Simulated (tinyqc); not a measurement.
# Surface Green function of a zigzag honeycomb ribbon two chains wide, Sancho-Rubio decimation, step by step

Numbers from tinyqc (`OMP_NUM_THREADS=1 python tinyqc.py 2680020 2680021 out.jsonl`; about 0.05 s on one thread of a shared Intel Xeon 2.30GHz). Printed values are rounded.

A semi-infinite lead of cells 0, 1, 2, ... with H0 inside a cell and H1 = <cell i|H|cell i + 1>. Cell of four sites joined 1-2-3-4 by -t; site 2 joins site 1 of the next cell and site 3 joins site 4 of the next cell. z = E + i eta.

Parameters, values chosen for the exercise:

| symbol | value | unit | meaning |
|---|---|---|---|
| t | 1 | eV | hopping |
| dl | 0 | eV | site energy, +dl on sites 1, 3 and -dl on sites 2, 4 |
| E | -1.71 | eV | energy |
| eta | 0.001 | eV | broadening |

## The blocks

Read off from the list of hoppings.

H0 (eV):
```
,1,2,3,4
1,0,-1,0,0
2,-1,0,-1,0
3,0,-1,0,-1
4,0,0,-1,0
```

H1 (eV):
```
,1,2,3,4
1,0,0,0,0
2,-1,0,0,0
3,0,0,0,-1
4,0,0,0,0
```

## Round 1: decimation

Start with e_s = e = H0, a = H1, b = H1^dagger. Each round: g = (z - e)^(-1); e_s <- e_s + a g b; e <- e + a g b + b g a; a <- a g a; b <- b g b (all with the old a, b). Round k joins cells 2^k apart.

g (1/eV):
```
,1,2,3,4
1,-2.03078-0.01672i,-2.47266-0.02656i,-2.19748-0.02623i,-1.28507-0.01609i
2,-2.47266-0.02656i,-4.22827-0.04295i,-3.75772-0.04265i,-2.19748-0.02623i
3,-2.19748-0.02623i,-3.75772-0.04265i,-4.22827-0.04295i,-2.47266-0.02656i
4,-1.28507-0.01609i,-2.19748-0.02623i,-2.47266-0.02656i,-2.03078-0.01672i
```

e_s after round 1 (eV):
```
,1,2,3,4
1,0.00000+0.00000i,-1.00000+0.00000i,0.00000+0.00000i,0.00000+0.00000i
2,-1.00000+0.00000i,-2.03078-0.01672i,-2.28507-0.01609i,0.00000+0.00000i
3,0.00000+0.00000i,-2.28507-0.01609i,-2.03078-0.01672i,-1.00000+0.00000i
4,0.00000+0.00000i,0.00000+0.00000i,-1.00000+0.00000i,0.00000+0.00000i
```

e after round 1 (eV):
```
,1,2,3,4
1,-4.22827-0.04295i,-1.00000+0.00000i,0.00000+0.00000i,-3.75772-0.04265i
2,-1.00000+0.00000i,-2.03078-0.01672i,-2.28507-0.01609i,0.00000+0.00000i
3,0.00000+0.00000i,-2.28507-0.01609i,-2.03078-0.01672i,-1.00000+0.00000i
4,-3.75772-0.04265i,0.00000+0.00000i,-1.00000+0.00000i,-4.22827-0.04295i
```

a after round 1 (eV):
```
,1,2,3,4
1,0.00000+0.00000i,0.00000+0.00000i,0.00000+0.00000i,0.00000+0.00000i
2,-2.47266-0.02656i,0.00000+0.00000i,0.00000+0.00000i,-2.19748-0.02623i
3,-2.19748-0.02623i,0.00000+0.00000i,0.00000+0.00000i,-2.47266-0.02656i
4,0.00000+0.00000i,0.00000+0.00000i,0.00000+0.00000i,0.00000+0.00000i
```

b after round 1 (eV):
```
,1,2,3,4
1,0.00000+0.00000i,-2.47266-0.02656i,-2.19748-0.02623i,0.00000+0.00000i
2,0.00000+0.00000i,0.00000+0.00000i,0.00000+0.00000i,0.00000+0.00000i
3,0.00000+0.00000i,0.00000+0.00000i,0.00000+0.00000i,0.00000+0.00000i
4,0.00000+0.00000i,-2.19748-0.02623i,-2.47266-0.02656i,0.00000+0.00000i
```

## Round 2: decimation

As before.

g (1/eV):
```
,1,2,3,4
1,-0.599748-0.002931i,-0.381058-0.000182i,0.315970+0.002038i,0.769420+0.000294i
2,-0.381058-0.000182i,-0.227644-0.003931i,0.636296-0.002083i,0.315970+0.002038i
3,0.315970+0.002038i,0.636296-0.002083i,-0.227644-0.003931i,-0.381058-0.000182i
4,0.769420+0.000294i,0.315970+0.002038i,-0.381058-0.000182i,-0.599748-0.002931i
```

e_s after round 2 (eV):
```
,1,2,3,4
1,0.00000+0.00000i,-1.00000+0.00000i,0.00000+0.00000i,0.00000+0.00000i
2,-1.00000+0.00000i,-0.23192-0.00389i,-0.38253-0.00276i,0.00000+0.00000i
3,0.00000+0.00000i,-0.38253-0.00276i,-0.23192-0.00389i,-1.00000+0.00000i
4,0.00000+0.00000i,0.00000+0.00000i,-1.00000+0.00000i,0.00000+0.00000i
```

e after round 2 (eV):
```
,1,2,3,4
1,0.19632-0.00793i,-1.00000+0.00000i,0.00000+0.00000i,0.73228-0.00734i
2,-1.00000+0.00000i,-0.23192-0.00389i,-0.38253-0.00276i,0.00000+0.00000i
3,0.00000+0.00000i,-0.38253-0.00276i,-0.23192-0.00389i,-1.00000+0.00000i
4,0.73228-0.00734i,0.00000+0.00000i,-1.00000+0.00000i,0.19632-0.00793i
```

a after round 2 (eV):
```
,1,2,3,4
1,0.000000+0.000000i,0.000000+0.000000i,0.000000+0.000000i,0.000000+0.000000i
2,-0.736545+0.004048i,0.000000+0.000000i,0.000000+0.000000i,-0.683767+0.004344i
3,-0.683767+0.004344i,0.000000+0.000000i,0.000000+0.000000i,-0.736545+0.004048i
4,0.000000+0.000000i,0.000000+0.000000i,0.000000+0.000000i,0.000000+0.000000i
```

b after round 2 (eV):
```
,1,2,3,4
1,0.000000+0.000000i,-0.736545+0.004048i,-0.683767+0.004344i,0.000000+0.000000i
2,0.000000+0.000000i,0.000000+0.000000i,0.000000+0.000000i,0.000000+0.000000i
3,0.000000+0.000000i,0.000000+0.000000i,0.000000+0.000000i,0.000000+0.000000i
4,0.000000+0.000000i,-0.683767+0.004344i,-0.736545+0.004048i,0.000000+0.000000i
```

## Course of the decimation

Stop when the largest entry of a and b is below 1e-12 eV, or after 60 rounds. The last column is -Im Tr (z - e_s)^(-1)/pi. At the end g_s = (z - e_s)^(-1), and the bulk Green function is (z - e)^(-1).

Course of the iteration:
```
round,"largest |a|, |b| (eV)",surface density of states (1/eV)
1,2.47,0.00214599
2,0.737,0.0143096
3,0.535,0.0101881
4,0.576,0.0176941
5,0.706,0.0305546
6,1.47,0.0579402
7,0.914,0.244757
8,0.410,0.461213
9,0.338,0.881571
10,0.211,0.762022
11,0.0567,0.666452
12,3.81e-3,0.671899
13,1.74e-5,0.671885
14,3.62e-10,0.671885
15,< 1e-12,0.671885
```

Converged in 15 rounds, which stand for 2^15 cells. E lies inside a band (1 open mode(s)), where only eta damps the waves, over about v/eta cells with v the group velocity in eV a cell.

## Self-energy, Dyson check and densities of states

converged surface Green function g_s (1/eV):
```
,1,2,3,4
1,-0.604378-0.269224i,-0.033756-0.459768i,0.426190-0.458582i,0.249391-0.268031i
2,-0.033756-0.459768i,-0.058183-0.786170i,0.728326-0.784602i,0.426190-0.458582i
3,0.426190-0.458582i,0.728326-0.784602i,-0.058183-0.786170i,-0.033756-0.459768i
4,0.249391-0.268031i,0.426190-0.458582i,-0.033756-0.459768i,-0.604378-0.269224i
```

converged bulk Green function (1/eV):
```
,1,2,3,4
1,-0.790605-0.195867i,-0.176065-0.167071i,0.675593-0.163005i,0.790279-0.190187i
2,-0.176065-0.167071i,-0.498777-0.466580i,0.498756-0.463211i,0.675593-0.163005i
3,0.675593-0.163005i,0.498756-0.463211i,-0.498777-0.466580i,-0.176065-0.167071i
4,0.790279-0.190187i,0.675593-0.163005i,-0.176065-0.167071i,-0.790605-0.195867i
```

Sigma = H1 g_s H1^dagger is what the lead adds to one more cell, and (z - H0 - Sigma)^(-1) must give g_s back. Densities of states: -Im of the diagonals over pi.

Sigma (eV):
```
,1,2,3,4
1,0.000000+0.000000i,0.000000+0.000000i,0.000000+0.000000i,0.000000+0.000000i
2,0.000000+0.000000i,-0.604378-0.269224i,0.249391-0.268031i,0.000000+0.000000i
3,0.000000+0.000000i,0.249391-0.268031i,-0.604378-0.269224i,0.000000+0.000000i
4,0.000000+0.000000i,0.000000+0.000000i,0.000000+0.000000i,0.000000+0.000000i
```

(z - H0 - Sigma)^(-1) (1/eV):
```
,1,2,3,4
1,-0.604378-0.269224i,-0.033756-0.459768i,0.426190-0.458582i,0.249391-0.268031i
2,-0.033756-0.459768i,-0.058183-0.786170i,0.728326-0.784602i,0.426190-0.458582i
3,0.426190-0.458582i,0.728326-0.784602i,-0.058183-0.786170i,-0.033756-0.459768i
4,0.249391-0.268031i,0.426190-0.458582i,-0.033756-0.459768i,-0.604378-0.269224i
```

```
orbital,surface density of states (1/eV),bulk density of states (1/eV)
1,0.085697,0.062346
2,0.250246,0.148517
3,0.250246,0.148517
4,0.085697,0.062346
```

The surface cell holds 0.672 states per eV against 0.422 for a bulk cell.
